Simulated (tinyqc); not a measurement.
## Four-point probe at the centre of a round wafer

Four collinear probes with spacing s at the centre of a thin disc of diameter d with an insulating edge: Rs = C V/I, C = pi/{ln 2 + ln[((d/s)^2 + 3)/((d/s)^2 - 3)]}; C tends to pi/ln 2 = 4.5324. x = d/s.

Values chosen for this exercise:

| symbol | value | unit | meaning |
|---|---|---|---|
| ns | 1e13 | cm^-2 | sheet density of the layer |
| mu | 880 | cm^2/(V s) | drift mobility |
| I | 10 | uA | current |

Constants: q = 1.602176634e-19 C. Results are converted to the units shown.

Results:

| x | C | C over its limit | V for Rs = 1/(q ns mu) (mV) |
|---|---|---|---|
| 4 | 2.929 | 0.6462 | 2.422 |
| 5 | 3.362 | 0.7419 | 2.109 |
| 7.5 | 3.927 | 0.8665 | 1.806 |
| 10 | 4.171 | 0.9203 | 1.700 |
| 20 | 4.436 | 0.9788 | 1.599 |
| 40 | 4.508 | 0.9946 | 1.573 |
| 100 | 4.528 | 0.9991 | 1.566 |

Estimate the missing row, x = 15.

Computed row:

| x | C | C over its limit | V for Rs = 1/(q ns mu) (mV) |
|---|---|---|---|
| 15 | 4.364 | 0.9630 | 1.625 |

With this row back in the table: C rises from 2.929 to 4.528. Using 4.5324 overstates Rs by 54.7 % in the first row and by under 1 % from d/s = 40 on among the rows.

Numbers from tinyqc (`OMP_NUM_THREADS=1 python tinyqc.py 2850173 2850174 out.jsonl`; about 0.01 s on one thread of a shared Intel Xeon 2.30GHz).
